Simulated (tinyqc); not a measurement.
## Undoped symmetric double-gate MOSFET, analytic potential model: effect of the temperature

An undoped body of thickness ts between two equal insulators and tied gates; long channel, electrons only, n = ni exp((psi - V)/Vt) with V the quasi-Fermi potential (0 at the source, Vd at the drain), constant mobility, no quantisation. Across the body psi(x) = V - 2 Vt ln[(ts/(2 beta)) sqrt(q ni/(2 eps0 eps_r Vt)) cos(2 beta x/ts)], x from the centre. Q is the electron charge per area of the whole body.

Nc and Nv are given at 325 K and scale as (T/325 K)^1.5; Eg and mu are held fixed. ni = sqrt(Nc Nv) exp(-Eg/(2 Vt)), Eg in volts; r = eps_r tox/(eox ts); V0 = dphi + 2 Vt ln[(2/ts) sqrt(2 eps0 eps_r Vt/(q ni))]. beta (between 0 and pi/2) solves (Vg - V0 - V)/(2 Vt) = ln(beta) - ln(cos beta) + 2 r beta tan(beta). Q = 8 eps0 eps_r Vt beta tan(beta)/ts; I = mu (1/L)(4 eps0 eps_r/ts)(2 Vt)^2 [g(beta_s) - g(beta_d)] per width, g = beta tan(beta) - beta^2/2 + r beta^2 tan^2(beta), with beta_s at V = 0 and beta_d at V = Vd.  I(low) is taken at Vg = 0.16 V, Qs and I(high) at Vg = 0.91 V.

Parameters, values chosen for the exercise; material values close to those of In0.53Ga0.47As:
```
symbol,value,unit,meaning
Eg,0.753,eV,band gap
eps_r,13.8,,relative permittivity of the semiconductor
Nc,2.36e17,cm^-3,conduction-band density of states at the reference temperature
Nv,8.73e18,cm^-3,valence-band density of states at the reference temperature
eox,9.4,,relative permittivity of the gate insulator
tox,4.2,nm,insulator thickness
ts,8,nm,body thickness
dphi,0.02,V,gate work function less that of the intrinsic body
mu,720,cm^2/(V s),channel mobility
L,2,um,gate length
Vd,0.8,V,drain voltage
```

Constants: q = 1.602176634e-19 C, kB = 1.380649e-23 J/K, Vt = kB T/q, eps0 = 8.8541878128e-14 F/cm where lengths are in cm. Results are converted to the units shown.

Effect of the temperature:
```
T (K)	V0 (V)	I(low) (nA/um)	Qs(high) (nC/cm^2)	I(high) (uA/um)
220	0.41196	0.0026724	1674.0	147.10
250	0.41270	0.016437	1653.3	146.02
280	0.41327	0.070741	1635.6	145.35
310	0.41371	0.23556	1620.5	145.03
340	0.41402	0.64798	1607.7	145.00
370	0.41422	1.5398	1596.8	145.25
400	0.41431	3.2620	1587.7	145.72
430	0.41431	6.3032	1580.2	146.40
```

What does the table show?

As T goes from 220 to 430 K, I(low) rises from 0.00267 to 6.30 nA/um and I(high) goes from 147 through a minimum of 145 (at T = 340 K among the rows listed) to 146 uA/um. V0 rises from 0.412 to 0.414 V. In every row the surface density at the source at the higher gate voltage passes 0.3 Nc, where Boltzmann statistics fail. In every row the mobility is held fixed, though a real one changes with T.

Numbers from tinyqc (`OMP_NUM_THREADS=1 python tinyqc.py 2440007 2440008 out.jsonl`; about 0.01 s on one thread of a shared Intel Xeon 2.30GHz).
